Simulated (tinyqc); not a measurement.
## Doping from the body effect

Problem. The threshold of a long MOSFET, counted against the source, shifts by gamma (sqrt(2 phiF + Vsb) - sqrt(2 phiF)) with gamma = sqrt(2 eps0 eps_r q N)/Cox. Find 2 phiF, gamma and N from two shifts.

Inputs (values chosen for the exercise): relative permittivity eps_r = 11.6.

Constants: q = 1.602176634e-19 C, eps0 = 8.8541878128e-14 F/cm where lengths are in cm. Results are converted to the units shown.

|VT - VT(0)| at source-body biases 1.2 and 2.5 V (V): [0.0065192387, 0.011503500]
Cox = 2.6090340 uF/cm^2

Solution. The ratio of the shifts depends on 2 phiF alone and rises steadily with it, so it fixes 2 phiF; either shift then gives gamma, and gamma gives N.

2 phiF = 0.7405 V
gamma = 0.01224 V^0.5
N = 3.100e15 cm^-3

Computed by the program tinyqc: `OMP_NUM_THREADS=1 python tinyqc.py 2060024 2060025 out.jsonl`, one thread of a shared Intel Xeon 2.30GHz, about 0.01 s for the whole run.
